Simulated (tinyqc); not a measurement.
What each parameter does: Gamma, L and X subbands of a thin body with non-parabolic valleys.

Hard walls, flat band, c = hbar^2/2m0, energies from the bulk Gamma edge. For a valley at angle theta to the normal 1/m_z = cos^2/ml + sin^2/mt and m_d = sqrt(ml mt^2/m_z). Subband n starts at E_v + e with e (1 + a e) = c (n pi/t)^2/m_z, and its density-of-states mass is taken as m_d (1 + 2 a e), without further growth at higher in-plane energy. Groups are named by valley and degeneracy.

n_i = g m/(2 pi c) kB T ln(1 + exp((EF - E_i)/kB T)), sum n_i = Ns (1e12/cm^2 = 1e-4/angstrom^2), c = hbar^2/2m0. Quantum capacitance Cq = 1602.176634 sum g m/(2 pi c) f_i in microfarad/cm^2 with f_i = 1/(1 + exp((E_i - EF)/kB T)); Cox = 34.5313/eot (one gate); C/Cox = Cq/(Cq + Cox), the centroid term left out.

Constants: hbar^2/2m0 = 3.80998211 eV angstrom^2; kB = 8.617333262e-05 eV/K.

Values chosen for the exercise (near those of a thin GaSb channel; shifted at random, so the results belong to these values and not to a real crystal):
- face = 110 (surface)
- mG = 0.0386 m0 (Gamma mass)
- aG = 1.15 1/eV (Gamma non-parabolicity)
- EL = 0.086 eV (L edge above Gamma)
- mL = (1.304, 0.099) m0 (L valleys (four, along <111>): ml, mt)
- EX = 0.331 eV (X edge above Gamma)
- mX = (1.456, 0.227) m0 (X valleys (three, along <100>): ml, mt)
- aS = 0.69 1/eV (non-parabolicity of L and X)
- Ns = 4.1 x 1e12/cm^2 (sheet density)
- T = 300 K (temperature)
- eot = 7 angstrom (equivalent oxide thickness)
- t = 30 angstrom (body thickness)

n = 1 to 8 of all groups.

Results for these values:
```
case  lowest edge (eV)  EF (eV)  Gamma share (%)  C/Cox
base             0.233    0.234              0.0  0.787
```

What happens to each result for eot = 5 angstrom, all else kept?

Answer: lowest edge does not change at the printed digits; EF does not change at the printed digits; Gamma share does not change at the printed digits; C/Cox falls from 0.787 to 0.725.

The same for each parameter in turn:
```
case                   lowest edge (eV)  EF (eV)  Gamma share (%)  C/Cox
base                              0.233    0.234              0.0  0.787
t = 24 angstrom                   0.306    0.304              0.0  0.791
mG = 0.0444 m0                    0.233    0.234              0.0  0.787
aG = 0.8 1/eV                     0.233    0.234              0.0  0.787
EL = 0.136 eV                     0.283    0.284              0.0  0.788
Ns = 6.15 x 1e12/cm^2             0.233    0.249              0.0  0.827
eot = 5 angstrom                  0.233    0.234              0.0  0.725
T = 250 K                         0.233    0.239              0.0  0.806
```

(tinyqc, `OMP_NUM_THREADS=1 python tinyqc.py 1282757 1282758 out.jsonl`, Intel(R) Xeon(R) Processor @ 2.30GHz, 1 thread, shared host, about 0.04 s.)
